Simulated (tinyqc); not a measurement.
Random telegraph noise from one oxide trap in a small MOSFET: time constants and noise against gate voltage.

An acceptor-like trap exchanges electrons with the channel. Inversion charge Q = Cox u, u = n Vt W0(exp((Vg - VT)/(n Vt))), W0 the Lambert function, n = nf, Cox = eps0 eox/tox; linear regime Id = (W/L) mu Q Vd. Relative to threshold the surface potential rises by Vt ln(u/u0) and the oxide voltage by the rest of Vg - VT, with u0 = n Vt W0(1).

N = Cox u/q; dpsi = Vt ln(u/u0); E = E0 - dpsi - (xt/tox)(Vg - VT - dpsi); capture time tc = 1/[(N/zi) vth s0 exp(-xt/lt - EB/Vt)]; emission time te = tc exp(-E/Vt); occupancy te/(tc + te). A = W L; threshold step dV = q (1 - xt/tox)/(Cox A); gm/Id = 1/(u + n Vt); relative step dI/I = (gm/Id) dV + asc mu/A. fc = (1/tc + 1/te)/(2 pi); rms = (dI/I) sqrt(tc te)/(tc + te).

Parameters, values chosen for the exercise; values of the order met in silicon transistors:
- T = 250 K (temperature)
- eox = 3.9 (relative permittivity of the gate insulator (close to silicon dioxide))
- tox = 2.2 nm (insulator thickness)
- xt = 0.25 nm (depth of the trap from the channel interface)
- E0 = 0.13 eV (trap level above the channel Fermi level at threshold)
- s0 = 2e-16 cm^2 (capture prefactor)
- EB = 0.33 eV (capture barrier (lattice relaxation))
- lt = 0.11 nm (tunnelling decay length)
- vth = 1.5e7 cm/s (thermal velocity)
- zi = 1.7 nm (thickness of the inversion layer)
- VT = 0.29 V (threshold voltage)
- nf = 1.37 (body factor)
- W = 30 nm (gate width)
- L = 20 nm (gate length)
- mu = 120 cm^2/(V s) (mobility)
- asc = 3e-16 V s (scattering coefficient of the charged trap)
- Vd = 0.02 V (drain voltage)

Constants: q = 1.602176634e-19 C, kB = 1.380649e-23 J/K, Vt = kB T/q, eps0 = 8.8541878128e-14 F/cm where lengths are in cm. Results are converted to the units shown.

Result of one run:
```
E (eV),tc (s),te (s),occupancy,dI/I (%),fc (Hz),rms dI/I (%)
-6.459e-4,5.078e-4,5.233e-4,0.5075,3.466,617.6,1.733
```

Which gate voltage Vg gave this result: 0.69, 0.81, 0.87, 0.93 or 0.99 V?

Vg = 0.87 V.

The whole series:
```
Vg (V),E (eV),tc (s),te (s),occupancy,dI/I (%),fc (Hz),rms dI/I (%)
0.63,0.03797,9.198e-4,1.579e-4,0.1465,5.565,1181,1.968
0.69,0.02768,7.670e-4,2.122e-4,0.2167,4.808,957.5,1.981
0.75,0.01789,6.564e-4,2.861e-4,0.3035,4.244,798.8,1.952
0.81,0.008476,5.729e-4,3.866e-4,0.4029,3.810,689.5,1.869
0.87,-6.459e-4,5.078e-4,5.233e-4,0.5075,3.466,617.6,1.733
0.93,-0.009532,4.557e-4,7.093e-4,0.6088,3.187,573.6,1.555
0.99,-0.01822,4.131e-4,9.626e-4,0.6997,2.956,550.6,1.355
1.05,-0.02676,3.776e-4,0.001308,0.7759,2.762,543.2,1.152
1.11,-0.03515,3.477e-4,0.001778,0.8364,2.597,547.3,0.9607
```

tc falls from 9.20e-4 to 3.48e-4 s as the channel fills and te rises from 1.58e-4 to 0.00178 s; they are equal at Vg = 0.866 V, where E = 0. The rms noise goes from 1.97 through a maximum of 1.98 (at Vg = 0.69 V among the rows listed) to 0.961 %. The slope -Vt d ln(tc/te)/dVg is 0.171 between the first two rows and 0.140 between the last two; it tends to xt/tox = 0.114 only when the surface potential stops moving.

Range of the model: VT is taken as given; short-channel effects and the uneven flow of current among few electrons are left out.

Program tinyqc, `OMP_NUM_THREADS=1 python tinyqc.py 2710045 2710046 out.jsonl`; Intel Xeon 2.30GHz, shared host, one thread, about 0.01 s.
